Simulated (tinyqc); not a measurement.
From results back to parameters: one-oscillator model of a band gap. Three cases, with inputs chosen for the exercise.

Problem. A gap follows E(T) = E0 - s1 t1/(exp(t1/T) - 1) with the zero-point term ZP = s1 t1/2, which scales as M^(-1/2). The shift of E0 on going from M to M + dM and the limiting slope at high T are given.

Find: sqrt(M/(M + dM)); ZP; t1.

Method. The shift is ZP (1 - sqrt(M/(M + dM))); then t1 = 2 ZP/s1.

Case 1.

Values chosen (out of a larger set: near those of GaP; not measured data): M = 50.3 u (mean atomic mass); dM = -2.58 u (change of the mean mass (not bounded by the natural isotopes)).

shift of E0 = -1.830220 meV
limiting slope s1 = 0.462 meV/K

Solution.

sqrt(M/(M + dM)) = 1.026677
ZP = 68.61 meV
t1 = 297 K

Case 2.

Values chosen (out of a larger set: near those of GaAs; not measured data): M = 72.31 u (mean atomic mass); dM = -2.85 u (change of the mean mass (not bounded by the natural isotopes)).

shift of E0 = -0.941513 meV
limiting slope s1 = 0.459 meV/K

Solution.

sqrt(M/(M + dM)) = 1.020309
ZP = 46.36 meV
t1 = 202 K

Case 3.

Values chosen (out of a larger set: near those of diamond; not measured data): M = 11.99 u (mean atomic mass); dM = -1.2 u (change of the mean mass (not bounded by the natural isotopes)).

shift of E0 = -16.526770 meV
limiting slope s1 = 0.536 meV/K

Solution.

sqrt(M/(M + dM)) = 1.054141
ZP = 305.25 meV
t1 = 1139 K

Computed by tinyqc, one run a case: `OMP_NUM_THREADS=1 python tinyqc.py N N+1 out.jsonl` with N = 1850723, 1850767, 1850775; one thread of a shared Intel(R) Xeon(R) Processor @ 2.30GHz, about 0.01 s a run at most.
